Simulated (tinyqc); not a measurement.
Worked calculation: configuration-coordinate model of carrier capture at a defect. Values are carried at full precision from step to step, so a last printed digit may differ when a step is redone from the rounded ones.

Two parabolas of equal curvature k in one coordinate Q: with the carrier free at the band edge, U_f = k Q^2/2; with the carrier trapped, U_t = k (Q - dQ)^2/2 - ET. ER = k dQ^2/2, Huang-Rhys factor S = ER/hw, hw = 0.0646541 sqrt(k/M) eV for k in eV/angstrom^2 and M in u. The curves cross at a height Eb = (ER - ET)^2/(4 ER) above the free minimum.

Constants: kB = 8.617333262e-05 eV/K.

Inputs chosen for the exercise (of the size met at a DX centre in AlGaAs; shifted at random, so the results belong to these values and not to a real crystal):
```
symbol  value  unit  meaning
ET      0.17   eV    thermal depth of the level below the band edge
ER      0.99   eV    relaxation energy
hw      0.013  eV    phonon energy of the mode
M       70     u     mass of the mode
T       300    K     temperature
nu      1e+12  1/s   attempt rate
```

## The two parabolas

Form S, k, dQ, the crossing point Qc = (ER - ET)/(k dQ), Eb, and the emission barrier Eb + ET.

S = 76.154
k = 2.8300 eV/angstrom^2
dQ = 0.8364 angstrom
Qc = 0.3464 angstrom

barriers (eV): capture 0.1698, emission 0.3398

ER > ET: the crossing lies between the two minima (large relaxation); at Q = 0 the trapped level lies above the band edge.

## Optical transitions

Vertical ionisation from the trapped minimum costs ET + ER; vertical capture from the free minimum releases ET - ER (none if negative); the band has a standard deviation sqrt(S hw^2 coth(hw/2kT)) with S = ER/hw, and a full width 2.35482 times that.

energies (eV): ionisation peak 1.160, zero-phonon 0.170, emission peak -0.820

coth(hw/2kT) = 4.0607
standard deviation = 0.2286 eV
full width = 0.5383 eV

Vertical capture would need energy: there is no luminescence peak (at most a tail of the broadened line), and a carrier freed by light must cross the barrier Eb to return or tunnel through it; where tunnelling is slow this gives persistent photoconductivity at low temperature. The optical peak exceeds the thermal depth by a factor 6.82.

## The multiphonon factor

Multiphonon factor for giving p = ET/hw phonons to the lattice: W = exp(-S (2 nb + 1)) ((nb + 1)/nb)^(p/2) I_p(x), nb = 1/(exp(hw/kT) - 1), x = 2 S sqrt(nb (nb + 1)), I_p the modified Bessel function. Classical limit: W = hw exp(-Eb/kT)/sqrt(4 pi ER kT). At T = 0: exp(-S) S^p/Gamma(p + 1).

Form p, nb, x and ln W, the classical ln W, and the capture time 1/(nu W).

p, nb, x: 13.0769  1.5303  299.7136

ln W: quantum -10.291, classical -10.344

capture time = 2.95e-08 s

The quantum factor is 1.05 times the classical one at kT/hw = 1.99: the two agree.

## Emission by detailed balance

For equal degeneracies and one band-edge state, emission time = capture time x exp(ET/kT).

ET/kT = 6.576
log10 of the emission time in s = -4.67

## Checks

- Ln W for the nearest whole p against the double Poisson sum over emitted and absorbed phonons: both -10.3073.

(tinyqc, `OMP_NUM_THREADS=1 python tinyqc.py 1450180 1450181 out.jsonl`, Intel(R) Xeon(R) Processor @ 2.30GHz, 1 thread, shared host, about 0.01 s.)
